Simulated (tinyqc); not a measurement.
Bond-orbital model of a tetrahedral semiconductor (Harrison's universal couplings), step by step. Values are carried at full precision from step to step, so a last printed digit may differ when a step is redone from the rounded ones.

Hybrid level eh = (es + 3 ep)/4; metallic energy V1 = (ep - es)/4 for each atom; covalent energy V2 = 3.22 hbar^2/(m d^2); polar energy V3 = (ehc - eha)/2; hbar^2/m = 2c, c = hbar^2/2m0. Polarity ap = V3/sqrt(V2^2 + V3^2), covalency ac = V2/sqrt(V2^2 + V3^2). p-p coupling at Gamma Exx = (4/3)(2.22 - 2 x 0.63) hbar^2/(m d^2) = 1.28 hbar^2/(m d^2), s-s coupling Ess = 4 x 1.32 hbar^2/(m d^2).

Constants: hbar^2/2m0 = 3.80998211 eV angstrom^2.

Inputs chosen for the exercise (near tabulated values for InAs; the model gives trends, and its gaps can be far from the real ones; the results hold for these values, not for the real material): esc = -10.21 eV (s level, cation); epc = -5.39 eV (p level, cation); esa = -18.71 eV (s level, anion); epa = -8.91 eV (p level, anion); d = 2.62 angstrom (bond length); Z = 5 (valence electrons of the anion).

## The three energies

Form the hybrid levels, V1, V2 and V3.

hbar^2/(m d^2) = 1.1101 eV

hybrid levels (eV): cation -6.5950, anion -11.3600

V1 (eV): cation 1.2050, anion 2.4500

V2, V3 (eV): 3.5744  2.3825

## Bond and antibond

The 2 x 2 problem [[ehc, -V2], [-V2, eha]] gives (ehc + eha)/2 -/+ sqrt(V2^2 + V3^2); ap = V3/sqrt(V2^2 + V3^2), ac = V2/sqrt(V2^2 + V3^2); the bond has weight (1 + ap)/2 on the anion.

levels (eV): bond -13.2732, antibond -4.6818

ap = 0.5546
ac = 0.8321
weight on the anion = 0.7773

## Charges

With dZ = Z - 4: effective charge Z* = 4 ap - dZ (positive on the cation); transverse charge eT* = Z* + (8/3) ap ac^2.

Z* = 1.219 e
eT* = 2.243 e

Charge that flows along the bonds as they stretch adds 1.02 e to the static value.

## Metallicity and a gap from the bond picture

Neighbouring bonds couple through V1: averaged V1b = V1c (1 - ap)/2 + V1a (1 + ap)/2 for the bond band and V1x = V1c (1 + ap)/2 + V1a (1 - ap)/2 for the antibond band. The top of the bond band lies V1b above the bond level and the bottom of the antibond band 3 V1x below the antibond level, so the gap is 2 sqrt(V2^2 + V3^2) - V1b - 3 V1x; metallicity am = (V1b + 3 V1x)/(2 sqrt(V2^2 + V3^2)).

V1b, V1x (eV): 2.1728  1.4822

gap = 1.972 eV
am = 0.770

The gap closes where am reaches one. The model gives trends; its gap can miss the real one by a factor of two to five, most in ratio for narrow gaps and most in eV for first-row compounds.

## Band edges at Gamma

Ev is the lower root of [[epa, Exx], [Exx, epc]] and the s-like conduction level the upper root of [[esa, Ess], [Ess, esc]], with Exx = 1.28 u and Ess = 5.28 u, u = hbar^2/(m d^2).

Exx, Ess (eV): 1.4209  5.8612

Ev = -9.412 eV
s-like conduction level = -7.220 eV
E0 gap = 2.192 eV

Universal couplings give the trend of E0 from compound to compound, not its value; it can miss by several eV and by a factor of two or more, and spin-orbit coupling is left out.

## Checks

- Bond level from the formula against the 2 x 2 matrix: both -13.2732.

Run: tinyqc, `OMP_NUM_THREADS=1 python tinyqc.py 1481167 1481168 out.jsonl`; Intel(R) Xeon(R) Processor @ 2.30GHz, one thread, shared host; about 0.01 s of CPU time with all checks.
